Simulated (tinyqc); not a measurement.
Epitaxial growth on a vicinal surface: Burton-Cabrera-Frank step flow, step-edge barrier and island nucleation: one step, computed by the program tinyqc.

Adatoms land at rate F, hop on a square grid (a simplification for hexagonal faces), desorb, or join steps. Lengths are in units of a and n is the adatom coverage. Steps ascend at x = 0 and descend at x = l.

Problem. Step flow or islands. Island density on a flat surface without desorption: N = 0.25 (F/D)^(i/(i+2)) exp(E_i/((i+2) k_B T)) per site, with E_i = 0 for i = 1; spacing l_n = N^(-1/2). Step flow needs an effective width l_eff = 2 x(peak) below l_n. Temperatures in kelvin are T(C) + 273.15.

Inputs (values chosen for the exercise, close to those used for Si(001)):

| quantity | value | unit |
|---|---|---|
| deposition rate F | 3.6 | layers/s |
| temperature T | 630 | C |
| critical nucleus size i | 2 | - |
| binding energy of the critical nucleus E_i | 0.9 | eV |

D = 4.861719e+08 a^2/s

position of the peak = 20.73252 a

Constants: k_B = 8.617333262e-05 eV/K.

Give: island density N on a flat surface; island spacing l_n; ratio l_eff/l_n.

Solution.

island density N on a flat surface = 3.8748e-04 per site

island spacing l_n = 50.802 a

ratio l_eff/l_n = 0.81622

The growth lies near the transition between step flow and nucleation. Caution: the prefactor 0.25 and the criterion are estimates, good to a factor of about two in length.
